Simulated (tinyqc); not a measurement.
Worked calculation: tight binding, dimerised chain. Computed by tinyqc, a small Python program that keeps every step. Settings: t1 = 0.77, t2 = 2.06, delta = 0, points = 12, cells = 4. Command: `OMP_NUM_THREADS=1 python tinyqc.py 30216 30217 out.jsonl` (the two numbers bound the seeds that draw the settings). One thread of a shared host (Intel(R) Xeon(R) Processor @ 2.60GHz), about 0.01 s of CPU time with the checks.

## Bloch Hamiltonian at k

Parameters chosen for this model:
```
parameter     value                      unit
t1         0.770000       eV, inside the cell
t2         2.060000         eV, between cells
delta             0  eV, +/- on the two sites
```

k point k (2 pi / a): 0.2200

H_AA = +delta, H_BB = -delta, H_AB = -t1 - t2 exp(-i k a).

H(k) at k (eV):
```
                 A                B
A           0.0000  -1.1560+2.0235i
B  -1.1560-2.0235i           0.0000
```

## Levels at k

Diagonalise the Hermitian matrix.

eigenvalues (eV): -2.3304  2.3304

weights |c|^2 of the basis functions:
```
   band 1  band 2
A  0.5000  0.5000
B  0.5000  0.5000
```

## Bloch Hamiltonian at X

k point X (2 pi / a): 0.5000

As before.

H(k) at X (eV):
```
        A       B
A  0.0000  1.2900
B  1.2900  0.0000
```

## Levels at X

As before.

eigenvalues (eV): -1.2900  1.2900

weights |c|^2 of the basis functions:
```
   band 1  band 2
A  0.5000  0.5000
B  0.5000  0.5000
```

## Bands along a path

The same steps at evenly spaced points between the labelled ones.

Bands along the path (eV):
```
k          band 1  band 2
G         -2.8300  2.8300
G-X 0.25  -2.6608  2.6608
G-X 0.50  -2.1992  2.1992
G-X 0.75  -1.6104  1.6104
X         -1.2900  1.2900
```

With 1 band(s) filled, the highest filled level on these points lies at X and the lowest empty one at X: a gap of 2.5800 eV, direct.

## Berry (Zak) phase of the lower band

On 12 points k_j = j/N: phase = -Im ln of the product of <u_j|u_(j+1)>, closed with u_N = u_0 (the cell-periodic part is taken without the site positions). Single arguments depend on the phases chosen for the u_j; only their sum modulo 2 pi does not.

Overlaps:
```
j   |<u_j|u_j+1>|  argument (rad)
0          0.9817         -0.1917
1          0.9803         -0.1988
2          0.9767         -0.2161
3          0.9686          1.4643
4          0.9504          0.3164
5          0.9224          0.3966
6          0.9224          0.3966
7          0.9504          0.3164
8          0.9686          1.4643
9          0.9767         -0.2161
10         0.9803         -0.1988
11         0.9817         -0.1917
```

phase / pi, folded into (-1, 1] = 1.0000

## Open chain of 4 cells

H of the open chain (eV):
```
         1        2        3        4        5        6        7        8
1   0.0000  -0.7700   0.0000   0.0000   0.0000   0.0000   0.0000   0.0000
2  -0.7700   0.0000  -2.0600   0.0000   0.0000   0.0000   0.0000   0.0000
3   0.0000  -2.0600   0.0000  -0.7700   0.0000   0.0000   0.0000   0.0000
4   0.0000   0.0000  -0.7700   0.0000  -2.0600   0.0000   0.0000   0.0000
5   0.0000   0.0000   0.0000  -2.0600   0.0000  -0.7700   0.0000   0.0000
6   0.0000   0.0000   0.0000   0.0000  -0.7700   0.0000  -2.0600   0.0000
7   0.0000   0.0000   0.0000   0.0000   0.0000  -2.0600   0.0000  -0.7700
8   0.0000   0.0000   0.0000   0.0000   0.0000   0.0000  -0.7700   0.0000
```

The same hoppings without the wrap-around bond.

levels (eV): -2.6807  -2.2607  -1.6747  -0.0346  0.0346  1.6747  2.2607  2.6807

weights of the highest filled level on the sites: 0.4310  0.0009  0.0600  0.0081  0.0081  0.0600  0.0009  0.4310

The bulk gap runs from -1.2900 to 1.2900 eV; 2 level(s) of this chain lie inside it: end states, which need the weaker bond inside the cell and a chain longer than their decay length.
